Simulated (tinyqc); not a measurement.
# Resistance of a source-drain extension with a graded tip, step by step

Program tinyqc, `OMP_NUM_THREADS=1 python tinyqc.py 2282291 2282292 out.jsonl`; Intel Xeon 2.30GHz, shared host, one thread, about 0.03 s. Printed values are rounded.

y runs along the channel, the gate covers y > 0. The doping is N0 for y < y0 and N0 10^(-(y - y0)/la) beyond, uniform over the depth xj. Sheet conductance s(y) = q mu(N) max(N - Nch, 0) xj + (for y > 0) ma Cox Vo, with mu(N) = u0 + (u1 - u0)/(1 + (N/Nr)^au) and Cox = eps0 eox/tox. Current is taken as one-dimensional; depletion of the tip, spreading and the contact are left out. The metallurgical junction lies at yj, where N = Nch.

Inputs (values chosen for the exercise); mobility law close to that of electrons in silicon:
- eox = 24.6 (relative permittivity of the gate insulator (close to zirconium oxide))
- tox = 4.5 nm (insulator thickness)
- N0 = 8.2e19 cm^-3 (active doping of the extension far from the gate)
- la = 4.1 nm/decade (lateral abruptness)
- y0 = 0.5 nm (position under the gate where the fall begins (gate edge at 0))
- xj = 18 nm (depth of the extension)
- Nch = 6.1e17 cm^-3 (channel doping)
- Vo = 0.62 V (gate overdrive)
- ma = 120 cm^2/(V s) (mobility of the gate-induced layer)
- u1 = 1414 cm^2/(V s) (mobility at low doping)
- u0 = 68.5 cm^2/(V s) (mobility at high doping)
- Nr = 9.2e16 cm^-3 (reference doping)
- au = 0.711 (exponent)
- Lg = 40 nm (gate length)

Constants: q = 1.602176634e-19 C, eps0 = 8.8541878128e-14 F/cm where lengths are in cm. Results are converted to the units shown.

## Sheet resistances and junction position

yj = y0 + la log10(N0/Nch); sheet resistance of the full extension 1/[q mu(N0)(N0 - Nch) xj] and of the gate-induced layer 1/(ma Cox Vo); metallurgical length Lg - 2 yj; ye is where the doped and the gate-induced conductances are equal.

yj = 9.22678 nm
sheet resistance of the extension = 538.162 ohm/square
sheet resistance of the induced layer = 2776.87 ohm/square
metallurgical length = 21.5464 nm
ye = 3.91671 nm
N at ye = 1.20357e19 cm^-3

The gate takes over 5.31 nm before the junction, where N is still 19.7 times the channel doping.

## Resistance of the overlapped part

Midpoint rule on 10 equal steps from 0 to yj: R_ov = sum h/s(y), per width.

```
point,y (nm),N (cm^-3),doped conductance (uS),sheet resistance (ohm/square)
0,0.461339,8.2e19,1858.18,450.797
1,1.38402,4.99114e19,1189.05,645.510
2,2.30670,2.97274e19,757.925,894.421
3,3.22937,1.77057e19,491.680,1173.99
4,4.15205,1.05455e19,324.285,1461.13
5,5.07473,6.28096e18,216.102,1735.45
6,5.99741,3.74095e18,143.192,1986.85
7,6.92009,2.22812e18,90.9704,2216.86
8,7.84277,1.32707e18,50.4430,2435.69
9,8.76545,7.90408e17,16.0325,2658.51
```

R_ov = 14.448 ohm um

The exact integral is 14.468 ohm um; the coarse sum is 0.14 % below it.
